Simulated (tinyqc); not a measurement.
# Bandgap voltage reference from two bipolar transistors: output against temperature

Two transistors of area 1 and N carry the same current I. Is(T) = Is (T/T0)^eta exp[(Vg0 q/kB)(1/T0 - 1/T)], VBE1 = Vt ln(I/Is(T)) + I rb, VBE2 = Vt ln(I/(N Is(T))) + I rb/N. The amplifier forces I R1(T) = VBE1 - VBE2 + Vos, with R(T) = R (1 + tc (T - T0)) for both resistors, and the output is Vref = VBE1 + I R2(T). Base currents and the Early effect are neglected.

Vt = kB T/q; I = (Vt ln N + Vos)/(R1(T) - rb (1 - 1/N)).

Inputs (values chosen for the exercise); values of the order met in silicon bipolar transistors: reference temperature T0 = 298 K; band-gap voltage extrapolated to 0 K Vg0 = 1.18 V; temperature exponent of the saturation current eta = 4; saturation current of the unit transistor at T0 Is = 1.5e-17 A; area ratio of the second transistor N = 24; resistor across which the difference of VBE falls, at T0 R1 = 29 kohm; temperature coefficient of both resistors tc = 400 ppm/K; offset of the amplifier Vos = 0.1 mV; series resistance of the unit transistor rb = 37 ohm; output resistor at T0 R2 = 223.3 kohm.

Constants: q = 1.602176634e-19 C, kB = 1.380649e-23 J/K. Results are converted to the units shown.

Result of one run:
```
I (uA)  VBE1 (V)  I R2 (V)  Vref (V)  Vref - Vref(T0) (mV)  dVref/dT (uV/K)
2.2655   0.79406   0.49273    1.2868               -9.9102           187.81
```

Which temperature T gave this result: 218, 233, 323, 348 or 373 K?

T = 233 K.

The whole series:
```
T (K)  I (uA)  VBE1 (V)  I R2 (V)  Vref (V)  Vref - Vref(T0) (mV)  dVref/dT (uV/K)
218    2.1330   0.82278   0.46106    1.2838               -12.863           206.06
233    2.2655   0.79406   0.49273    1.2868               -9.9102           187.81
253    2.4396   0.75536   0.53495    1.2903               -6.3837           165.13
273    2.6108   0.71623   0.57717    1.2934               -3.2940           144.10
298    2.8211   0.66675   0.62995    1.2967                     0           119.76
323    3.0272   0.61668   0.68272    1.2994                2.7093           97.268
348    3.2292   0.56608   0.73550    1.3016                4.8766           76.359
373    3.4273   0.51497   0.78827    1.3032                6.5385           56.811
398    3.6216   0.46338   0.84104    1.3044                7.7270           38.450
423    3.8121   0.41136   0.89381    1.3052                8.4697           21.134
```

VBE1 falls by 2.01 mV/K on average and I R2 rises by 2.11 mV/K. The slope of Vref vanishes at T = 455 K. Between 233 and 398 K Vref spans 17.6 mV, or 82.4 ppm/K by the box method (span over the average over T, over 165 K).

Computed by the program tinyqc: `OMP_NUM_THREADS=1 python tinyqc.py 2062072 2062073 out.jsonl`, one thread of a shared Intel Xeon 2.30GHz, about 0.02 s for the whole run.
